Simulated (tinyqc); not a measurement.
## Short-channel transistor, virtual-source model with series resistance: effect of the temperature on the on and off currents

The current per gate width is the charge at the top of the source barrier (the virtual source) times its velocity times a saturation function; al and be are fitting constants of the model. Units: I in uA/um, Rs in ohm um, so I Rs = 1e-6 I Rs in volts; Q in uC/cm^2, so I = 1e-4 Q vx0 Fsat with vx0 in cm/s.

Intrinsic voltages Vg' = Vgs - I Rs, Vd' = Vds - 2 I Rs. n = n0 + nd Vd', VT = VT0 - dl Vd', Ff = 1/(1 + exp((Vg' - VT + al Vt/2)/(al Vt))), Q = Cinv n Vt ln(1 + exp((Vg' - VT + al Vt Ff)/(n Vt))), Vdsat = (vx0 L/mu)(1 - Ff) + Vt Ff, Fsat = u/(1 + u^be)^(1/be) with u = Vd'/Vdsat, and I = Q vx0 Fsat per width. I is solved self-consistently. Ion is I at Vgs = Vds = 0.9 V, Ioff at Vgs = 0, Vds = 0.9 V, and Rlin = Vds/I at Vgs = 0.9 V, Vds = 0.05 V. mu, vx0, VT0, dl and n0 are held fixed.

Parameters, values chosen for the exercise:

| symbol | value | unit | meaning |
|---|---|---|---|
| Cinv | 3.63 | uF/cm^2 | inversion capacitance |
| vx0 | 1.12e7 | cm/s | velocity at the virtual source |
| mu | 560 | cm^2/(V s) | apparent mobility |
| L | 130 | nm | channel length |
| VT0 | 0.381 | V | threshold at zero drain voltage |
| dl | 0.173 | V/V | drain-induced barrier lowering |
| n0 | 1.16 |  | subthreshold factor |
| nd | 0.05 | 1/V | growth of n with drain voltage |
| al | 3.5 |  | threshold shift (in units of Vt) from weak to strong inversion |
| be | 1.8 |  | sharpness of saturation |
| Rs | 30 | ohm um | series resistance of each contact |

Constants: q = 1.602176634e-19 C, kB = 1.380649e-23 J/K, Vt = kB T/q. Results are converted to the units shown.

Effect of the temperature on the on and off currents:

| T (K) | Ion (uA/um) | Ioff (nA/um) | log10(Ion/Ioff) | Rlin (ohm um) |
|---|---|---|---|---|
| 200 | 2210 | 26.80 | 4.916 | 185.5 |
| 230 | 2210 | 118.8 | 4.270 | 185.4 |
| 260 | 2211 | 370.0 | 3.776 | 185.4 |
| 290 | 2211 | 903.6 | 3.389 | 185.3 |
| 320 | 2211 | 1854 | 3.077 | 185.1 |
| 350 | 2212 | 3343 | 2.821 | 184.9 |
| 380 | 2212 | 5471 | 2.607 | 184.6 |
| 410 | 2214 | 8303 | 2.426 | 184.3 |

As T goes from 200 to 410 K, Ion stays near 2210 uA/um, Ioff rises from 26.8 to 8300 nA/um and Rlin falls from 185 to 184 ohm um. Ion changes by a factor of 1.00 and Ioff by 310. For T = 320 to 410 K the off current passes 1 uA/um, so the device is hardly off at Vgs = 0.

Computed by the program tinyqc: `OMP_NUM_THREADS=1 python tinyqc.py 2380029 2380030 out.jsonl`, one thread of a shared Intel Xeon 2.30GHz, about 0.01 s for the whole run.
